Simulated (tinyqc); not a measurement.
# Threshold-voltage variability of a planar MOSFET, analytic estimates: what changes with what

Three independent sources add in quadrature: random dopants in the depleted layer, metal-gate grains of two orientations, and roughness of the two gate edges acting through the roll-off VT = VT(long) - Vr exp(-L/l). These are first-order estimates: no three-dimensional electrostatics, no percolation.

Values chosen for this exercise; material values close to those of silicon:

| symbol | value | unit | meaning |
|---|---|---|---|
| T | 300 | K | temperature |
| Eg | 1.13 | eV | band gap |
| eps_r | 11.7 |  | relative permittivity of the semiconductor |
| Nc | 2.82e19 | cm^-3 | conduction-band density of states at T |
| Nv | 2.67e19 | cm^-3 | valence-band density of states at T |
| Na | 2e18 | cm^-3 | channel doping |
| ti | 2 | nm | oxide-equivalent thickness in inversion |
| L | 32 | nm | gate length |
| W | 41 | nm | gate width |
| G | 7 | nm | metal grain size |
| dW | 0.3 | eV | work-function difference of the two grain orientations |
| p | 0.3 |  | share of the orientation of higher work function |
| De | 1.5 | nm | rms roughness of one gate edge |
| La | 30 | nm | correlation length of the roughness |
| l | 5.8 | nm | decay length of the threshold roll-off |
| Vr | 2.4 | V | prefactor of the roll-off |

Constants: q = 1.602176634e-19 C, kB = 1.380649e-23 J/K, Vt = kB T/q, eps0 = 8.8541878128e-14 F/cm where lengths are in cm. Results are converted to the units shown.

Each table varies one quantity; the others keep the values above.

## Effect of the metal grain size

ni = sqrt(Nc Nv) exp(-Eg/(2 Vt)), Eg in volts; Cox = 3.9 eps0/ti; Wd = sqrt(4 eps0 eps_r Vt ln(Na/ni)/(q Na)); dopants: s1 = (q/Cox) sqrt(Na Wd/(3 L W)). Grains: Ng = L W/G^2 (at least 1), s2 = dW sqrt(p (1 - p)/Ng). Edges, with exponential correlation and u = W/La: the mean gate length has sL^2 = 2 De^2 (2/u)[1 - (1 - exp(-u))/u]; s3 = sL (Vr/l) exp(-L/l). s = sqrt(s1^2 + s2^2 + s3^2). l and Vr are held fixed.

The same in every row: s1 (mV) = 33.311; s3 (mV) = 2.8767.

Result of one run:
```
G (nm),s2 (mV),s (mV),s sqrt(L W) (mV um)
3,11.386,35.320,1.2794
```

What becomes of these results when the metal grain size G is changed from 3 to 2 nm, all else the same?

Result of the changed run:
```
G (nm),s2 (mV),s (mV),s sqrt(L W) (mV um)
2,7.5909,34.285,1.2419
```

The whole series:
```
G (nm),s2 (mV),s (mV),s sqrt(L W) (mV um)
2,7.5909,34.285,1.2419
3,11.386,35.320,1.2794
5,18.977,38.445,1.3925
7,26.568,42.705,1.5469
10,37.955,50.581,1.8321
14,53.136,62.780,2.2740
20,75.909,82.946,3.0044
```

As G goes from 2 to 20 nm, s rises from 34.3 to 82.9 mV. The largest source is the dopants in the first row and the grains in the last. At G = 20 nm the gate holds under four grains, so the work function takes a few discrete values.

## Effect of the gate length

Same model as above.

l and Vr are held fixed.

Results:
```
L (nm),s1 (mV),s2 (mV),s3 (mV),s (mV),s sqrt(L W) (mV um)
19,43.230,34.479,27.059,61.562,1.7182
23,39.291,31.338,13.577,52.060,1.5987
28,35.611,28.403,5.7334,45.910,1.5555
34,32.316,25.775,2.0377,41.386,1.5452
49,26.919,21.470,0.15345,34.433,1.5434
58,24.742,19.734,0.032513,31.649,1.5433
70,22.522,17.963,0.0041070,28.808,1.5433
```

Estimate the missing row, L = 40 nm.

Computed row:
```
L (nm),s1 (mV),s2 (mV),s3 (mV),s (mV),s sqrt(L W) (mV um)
40,29.794,23.763,0.72422,38.117,1.5436
```

With this row back in the table: As L goes from 19 to 70 nm, s falls from 61.6 to 28.8 mV. The dopants are the largest source in the first and the last row. The product s sqrt(L W) falls from 1.72 to 1.54 mV um: s1 and s2 go as 1/sqrt(L W), so the change comes from s3 alone. For L = 19 to 23 nm the depletion depth exceeds L, so source and drain share much of the charge and s1 is rough.

Program tinyqc, `OMP_NUM_THREADS=1 python tinyqc.py 2090075 2090076 out.jsonl`; Intel Xeon 2.30GHz, shared host, one thread, about 0.01 s.
